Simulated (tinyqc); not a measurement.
# Donor binding, ionisation and the Mott limit: Freeze-out

Hydrogenic donor: Ry = (m0 q^3/(8 eps0^2 h^2)) me/eps_r^2 in eV, E0 = cc Ry, radius a = q/(8 pi eps0 eps_r E0), Mott density Nm = (0.26/a)^3. Below Nm the level sinks as Ed = E0 [1 - (N/Nm)^(1/3)]. Neutrality: Nc F12(eta) = N/(1 + 2 exp(eta + Ed/kB T)), F12(x) = (2/sqrt(pi)) int_0^infinity sqrt(u)/(1 + exp(u - x)) du.

Nc is given at 100 K and scales as T^1.5.

Parameters, values chosen for the exercise; band and dielectric values close to those of germanium:
- eps_r = 15.9 (relative permittivity)
- me = 0.12 m0 (mass in the hydrogenic formula, set independently of Nc)
- Nc = 2e18 cm^-3 (conduction-band density of states at 100 K)
- cc = 1 (ratio of the true binding energy to the hydrogenic one)
- N = 1e15 cm^-3 (donor density)

Constants: q = 1.602176634e-19 C, kB = 1.380649e-23 J/K, eps0 = 8.8541878128e-12 F/m, h = 6.62607015e-34 J s, m0 = 9.1093837015e-31 kg, Vt = kB T/q. Results are converted to the units shown.

Results:
```
T (K)	eta	n (cm^-3)	ionised (%)	ln(n/T^0.75)
30	-5.8297	9.6484e14	96.484	31.952
60	-6.8396	9.9470e14	99.470	31.463
80	-7.2687	9.9724e14	99.724	31.249
110	-7.7451	9.9858e14	99.858	31.012
150	-8.2098	9.9922e14	99.922	30.780
220	-8.7839	9.9961e14	99.961	30.493
300	-9.2490	9.9977e14	99.977	30.261
400	-9.6805	9.9986e14	99.986	30.045
```

Estimate the missing row, T = 45 K.

Computed row:
```
T (K)	eta	n (cm^-3)	ionised (%)	ln(n/T^0.75)
45	-6.4136	9.8906e14	98.906	31.673
```

With this row back in the table: The ionised share rises from 96.5 to 100 %. Between the first two rows ln(n/T^0.75) has the slope 2.17 meV against q/kB T; deep freeze-out without compensation gives -Ed/2 = -2.36 meV, a limit that these rows do not reach, since a large share is already ionised.

Range of the model: A sharp level with degeneracy 2 overstates freeze-out near Nm, where the impurity band broadens and merges with the conduction band.

Numbers from tinyqc (`OMP_NUM_THREADS=1 python tinyqc.py 2330108 2330109 out.jsonl`; about 0.02 s on one thread of a shared Intel Xeon 2.30GHz).
